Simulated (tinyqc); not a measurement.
Worked calculation: RKS/LDA (VWN5) in the sto-3g basis, for H6, spin multiplicity 1. One step of it, computed by the program tinyqc.

Task: Iteration 2: diagonalisation and new density. Diagonalise F' = X^T F X, C = X C', fill 3 alpha and 3 beta electrons from the bottom; D = 2 C_occ C_occ^T. Each column has its largest component positive (the first on a tie).

extrapolated F (hartree), order 1H 1s, 2H 1s, 3H 1s, 4H 1s, 5H 1s, 6H 1s:
```
[[-0.219608, -0.356610, -0.033448, -0.008659, -0.000116, -0.000012],
 [-0.356610, -0.227497, -0.092274, -0.033478, -0.000841, -0.000115],
 [-0.033448, -0.092274, -0.229049, -0.359318, -0.033477, -0.008641],
 [-0.008659, -0.033478, -0.359318, -0.229050, -0.092266, -0.033389],
 [-0.000116, -0.000841, -0.033477, -0.092266, -0.227151, -0.356204],
 [-0.000012, -0.000115, -0.008641, -0.033389, -0.356204, -0.219260]]
```

X, order 1H 1s, 2H 1s, 3H 1s, 4H 1s, 5H 1s, 6H 1s:
```
[[1.242161, -0.468693, 0.036381, -0.012741, 0.000823, -0.000294],
 [-0.468693, 1.257846, -0.121802, 0.036763, -0.002174, 0.000822],
 [0.036381, -0.121802, 1.260549, -0.475368, 0.036743, -0.012722],
 [-0.012741, 0.036763, -0.475368, 1.260545, -0.121749, 0.036335],
 [0.000823, -0.002174, 0.036743, -0.121749, 1.257099, -0.467798],
 [-0.000294, 0.000822, -0.012722, 0.036335, -0.467798, 1.241425]]
```

Give: F' = X^T F X; orbital energies; coefficients C; D after iteration 2.

Result:

F' = X^T F X (hartree):
```
[[0.0264, -0.3767, 0.0373, -0.0168, 0.0014, -0.0006],
 [-0.3767, 0.0335, -0.1059, 0.0379, -0.0032, 0.0014],
 [0.0373, -0.1059, 0.0361, -0.3839, 0.0379, -0.0168],
 [-0.0168, 0.0379, -0.3839, 0.0361, -0.1059, 0.0373],
 [0.0014, -0.0032, 0.0379, -0.1059, 0.0332, -0.3760],
 [-0.0006, 0.0014, -0.0168, 0.0373, -0.3760, 0.0261]]
```

orbital energies (hartree): [-0.3835, -0.3514, -0.3166, 0.2773, 0.4081, 0.5574]

coefficients C, order 1H 1s, 2H 1s, 3H 1s, 4H 1s, 5H 1s, 6H 1s:
```
[[0.2263, 0.3806, -0.3250, -0.6210, -0.8508, 0.5941],
 [0.2716, 0.3924, -0.2774, 0.5244, 0.8660, -0.6989],
 [0.3849, 0.0445, 0.3927, 0.7679, -0.0963, 0.9641],
 [0.3846, -0.0497, 0.3923, -0.7674, -0.1044, -0.9636],
 [0.2691, -0.3923, -0.2801, -0.5279, 0.8660, 0.6942],
 [0.2238, -0.3800, -0.3277, 0.6244, -0.8498, -0.5895]]
```

D after iteration 2, order 1H 1s, 2H 1s, 3H 1s, 4H 1s, 5H 1s, 6H 1s:
```
[[0.6034, 0.6020, -0.0472, -0.1188, 0.0052, 0.0250],
 [0.6020, 0.6094, 0.0261, -0.0477, -0.0062, 0.0052],
 [-0.0472, 0.0261, 0.6086, 0.5997, -0.0477, -0.1188],
 [-0.1188, -0.0477, 0.5997, 0.6086, 0.0262, -0.0472],
 [0.0052, -0.0062, -0.0477, 0.0262, 0.6096, 0.6022],
 [0.0250, 0.0052, -0.1188, -0.0472, 0.6022, 0.6036]]
```
